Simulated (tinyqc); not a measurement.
Kinetics of strain relaxation and threading dislocations in mismatched semiconductor layers: one step, computed by the program tinyqc. Command: `OMP_NUM_THREADS=1 python tinyqc.py 3014643 3014644 out.jsonl threading walk`. One thread of a shared host (Intel(R) Xeon(R) Processor @ 2.30GHz), about 0.01 s of CPU time with the checks.

60-degree dislocations on {111} planes of a (001) layer, isotropic elasticity. The Schmid factor is 1/sqrt(6), and a misfit segment relieves strain with b/2.

Task: Thick uniform layer and trapping in a trench. A separate case, a thick relaxed layer. Pair reactions during growth: d rho/dh = -K rho^2 with K = 2 r_A tan(psi) and threads inclined by psi = 45 degrees (the <110> lines of {111} planes), so rho = 1/(K H) for a layer that starts with far more threads than that, as highly mismatched layers do. In a trench along [110] a thread on {111} rises at 54.74 degrees across the width, and leaves through the wall below the height w tan(54.74 degrees) = sqrt(2) w; the share of threads, evenly spread over the floor, that reach the top is max(0, 1 - a/sqrt 2) for the aspect ratio a.

Inputs (values chosen for the exercise, modelled on Si(0.7)Ge(0.3) on Si): misfit f = 0.0126; reaction radius r_A = 9.3 nm; final thickness of a thick uniform layer H = 2.6 micrometre; aspect ratio of a trench = 0.78.

Give: thread density at H; share that reaches the top.

Result:

thread density at H = 2.0678e+09 1/cm^2

share that reaches the top = 0.44846

The trench is too shallow to trap all. Thickness alone needs 5400 micrometre for 1e6 /cm^2. Caution: at this small misfit a layer may start with fewer threads than 1/(K H), which is then only an upper bound.
